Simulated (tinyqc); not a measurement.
Shrinking the pitch: stress in a transistor channel from embedded alloy regions, liners and fins, by half-space elasticity. Computed by tinyqc, a small Python program. Command: `OMP_NUM_THREADS=1 python tinyqc.py 3001333 3001334 out.jsonl stressor walk`. One thread of a shared host (Intel(R) Xeon(R) Processor @ 2.30GHz), about 0.01 s of CPU time with the checks.

Plane strain in an isotropic half-space, the same constants everywhere; x along the channel from its centre, y downwards from the free surface; stress is positive in tension.

Inputs (values chosen for the exercise, modelled on silicon): alloy fraction x = 0.48; lattice change per unit x, beta = 0.0426; Young's modulus E = 165 GPa; Poisson ratio nu = 0.22; channel length L = 112 nm; length of each stressor S = 100 nm; recess depth d = 35 nm; depth of the field point y = 4.4 nm.

Stressor: Si(1-x)Ge(x) source and drain.

Method:
- Misfit e = beta x. A fully constrained inclusion holds the stress -p with p = E e/(1 - 2 nu); a blanket film would hold -E e/(1 - nu) in the plane.
- A line element dA of misfit at (a, c) in the half-space gives, with C = E e/(2 pi (1 - nu)), X = x - a, r1^2 = X^2 + (y - c)^2, r2^2 = X^2 + Y^2, Y = y + c: s_xx = -C dA {[X^2 - (y - c)^2]/r1^4 + 3 [X^2 - Y^2]/r2^4 + 4 y Y (Y^2 - 3 X^2)/r2^6}, s_yy = C dA {[X^2 - (y - c)^2]/r1^4 - [X^2 - Y^2]/r2^4 + 4 y Y (Y^2 - 3 X^2)/r2^6}. These are integrated over two rectangles, L/2 < |a| < L/2 + S, 0 < c < d (closed form in a, 200 Gauss-Legendre points in c).
- L and S are scaled together at fixed d, then S alone, then L alone.

misfit e = 0.020448

S_xx at the centre (MPa):
```
scale  L and S scaled  S alone  L alone
0.35          -1896.7   -954.2  -3337.6
0.50          -2111.8  -1205.9  -2918.6
0.70          -2025.0  -1459.6  -2364.1
1.00          -1728.6  -1728.6  -1728.6
1.40          -1379.1  -1966.4  -1190.2
2.00          -1030.5  -2188.7   -747.2
3.00           -713.0  -2396.0   -410.5
```

Halving S alone keeps 0.70 of the stress, halving L alone gives 1.69, and halving both 1.22: a shorter channel brings the walls closer, a shorter stressor brings its far wall, which pulls the other way, closer too. Neighbouring devices are left out. Caution: at such misfit the regions may relax by dislocations, and linear elasticity is rough.
